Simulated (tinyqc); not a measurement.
# Thermoelectric coefficients with energy filtering, Landauer integrals, step by step

Computed by the program tinyqc: `OMP_NUM_THREADS=1 python tinyqc.py 2800032 2800033 out.jsonl`, one thread of a shared Intel Xeon 2.30GHz, about 0.02 s for the whole run. Printed values are rounded.

Bulk parabolic band, x = (E - Ec)/kB T, C = hbar^2/(2 m0), kB T in eV. Modes per area gv m kB T x/(4 pi C) times the back-scattering length l0 x^rr give the transport function s0 X(x), s0 = (2 q^2/h) gv m kB T l0/(4 pi C), X = x^(1 + rr), multiplied by tb for x < xb. I_k = int X (x - eta)^k w dx, w = 1/(4 cosh^2((x - eta)/2)).

Inputs (values chosen for the exercise): temperature T = 400 K; mass of one valley m = 0.66 m0; valleys gv = 2; back-scattering length at x = 1 l0 = 2.9 nm; energy exponent of that length rr = 0.5; lattice thermal conductivity kL = 9 W/(m K); reduced Fermi level (EF - Ec)/kB T eta = 5.5; barrier height over kB T, above Ec xb = 7.1; share of the transport function left below the barrier tb = 0.2; lower end of the grid xa = 0; upper end of the grid xe = 18; points of the grid nE = 13.

Constants: q = 1.602176634e-19 C, kB = 1.380649e-23 J/K, hbar = 1.054571817e-34 J s, h = 6.62607015e-34 J s, m0 = 9.1093837015e-31 kg, Vt = kB T/q, hbar^2/(2 m0) = 0.0380998212 eV nm^2. Results are converted to the units shown.

Range of the model: Parabolic bands, elastic scattering and a fixed kL make these model figures, not those of a material.

## The three integrals on a coarse grid

Simpson's rule on nE equally spaced points from xa to xe.

```
point,x,X,w,X w
0,0.00000,0,0.004053572,0
1,1.50000,0.3674235,0.01766271,0.006489693
2,3.00000,1.039230,0.07010372,0.07285392
3,4.50000,1.909188,0.1966119,0.3753692
4,6.00000,2.939388,0.2350037,0.6907670
5,7.50000,20.53960,0.1049936,2.156526
6,9.00000,27,0.02845302,0.7682316
7,10.50000,34.02389,0.006648057,0.2261927
8,12.00000,41.56922,0.001498929,0.06230930
9,13.50000,49.60217,3.352377e-4,0.01662852
10,15.00000,58.09475,7.484063e-5,0.004347847
11,16.50000,67.02332,1.670114e-5,0.001119366
12,18.00000,76.36753,3.726625e-6,2.845932e-4
```

I_0, I_1, I_2 on this grid: [7.163303, 13.67621, 45.00565]

Converged values are 5.8600, 11.472 and 41.513; the grid is 22 % above the first and 8.4 % above the last.

## Coefficients of the electrons

converged I_0, I_1, I_2: [5.860027, 11.47190, 41.51268]

sigma = s0 I_0, S = -(kB/q) I_1/I_0, Lorenz number L = (kB/q)^2 [I_2/I_0 - (I_1/I_0)^2], kappa_e = L sigma T.

s0 = 213.5339 S/cm
sigma = 1251.314 S/cm
S = -168.6975 uV/K
L = 2.414616 x 1e-8 V^2/K^2
kappa_e = 1.208577 W/(m K)

L is 1.2 % below the Sommerfeld value (pi^2/3)(kB/q)^2 = 2.443e-8 V^2/K^2.

## Power factor and figure of merit

Power factor S^2 sigma, ZT = S^2 sigma T/(kappa_e + kL).

power factor = 3.561094 mW/(m K^2)
ZT = 0.1395334
electronic share of kappa = 11.83884 %
